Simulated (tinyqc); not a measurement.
Changing the roughness of the interface sigma_2: X-ray reflectivity of a thin film on silicon: critical angles, Parratt recursion, fringes and roughness. Computed by tinyqc, a small Python program. Command: `OMP_NUM_THREADS=1 python tinyqc.py 3121275 3121276 out.jsonl xrr sweep`. One thread of a shared host (Intel(R) Xeon(R) Processor @ 2.30GHz), about 0.01 s of CPU time with the checks.

n = 1 - delta + i beta; the classical electron radius is r_e = 2.8179403e-6 nm. Layer 0 is vacuum, 1 the film, 2 the substrate.

Inputs (values chosen for the exercise, modelled on HfO2 on silicon, copper K-alpha radiation):

| quantity | value | unit |
|---|---|---|
| wavelength lambda | 0.15406 | nm |
| film density rho | 9.28 | g/cm^3 |
| effective electrons per unit mass, film | 0.419 | mol/g |
| beta/delta, film | 0.08 | - |
| film thickness d | 22.1 | nm |
| roughness of the surface sigma_1 | 0.23 | nm |
| substrate density | 2.33 | g/cm^3 |
| effective electrons per unit mass, substrate | 0.507 | mol/g |
| beta/delta, substrate | 0.023 | - |
| grazing angle theta | 2.16 | degrees |

Constants: N_A = 6.02214076e+23 1/mol.

Method:
- delta = r_e lambda^2 rho_e/(2 pi), rho_e = density x electrons per mass x N_A; critical angle sqrt(2 delta), q_c = 4 sqrt(pi r_e rho_e).
- k_j = (2 pi/lambda) sqrt(sin^2 theta - 2 delta_j + 2 i beta_j); r_ij = (k_i - k_j)/(k_i + k_j) x exp(-2 k_i k_j sigma^2) (Nevot-Croce); r = (r_01 + r_12 p)/(1 + r_01 r_12 p), p = exp(2 i k_1 d); R = |r|^2.
- Far above the critical angle the period is d theta = lambda/(2 d), or 2 pi/d in q; the envelope runs between (|r_01| - |r_12 p|)^2 and (|r_01| + |r_12 p|)^2; contrast = 2 a b/(a^2 + b^2) with a = |r_01|, b = |r_12 p|; roughness factors on the amplitudes are about exp(-q^2 sigma^2/2).

One run for each value:

| roughness of the interface sigma_2 (nm) | contrast | roughness factor, interface | reflectivity R |
|---|---|---|---|
| 0.0 | 9.7916e-01 | 1.0000e+00 | 1.4059e-04 |
| 0.2 | 9.2826e-01 | 8.2776e-01 | 1.2061e-04 |
| 0.4 | 6.7547e-01 | 4.6949e-01 | 8.4728e-05 |
| 0.6 | 3.0162e-01 | 1.8245e-01 | 6.1498e-05 |
| 0.8 | 8.4614e-02 | 4.8585e-02 | 5.2288e-05 |
| 1.0 | 1.6081e-02 | 8.8645e-03 | 4.9707e-05 |
| 1.2 | 2.1088e-03 | 1.1082e-03 | 4.9195e-05 |
| 1.4 | 1.9112e-04 | 9.4929e-05 | 4.9125e-05 |
| 1.6 | 1.1972e-05 | 5.5718e-06 | 4.9118e-05 |

What does the table show?

Over the rows, contrast falls from 0.979 to 1.20e-5; roughness factor, interface falls from 1.00 to 5.57e-6; reflectivity R falls from 1.41e-4 to 4.91e-5.
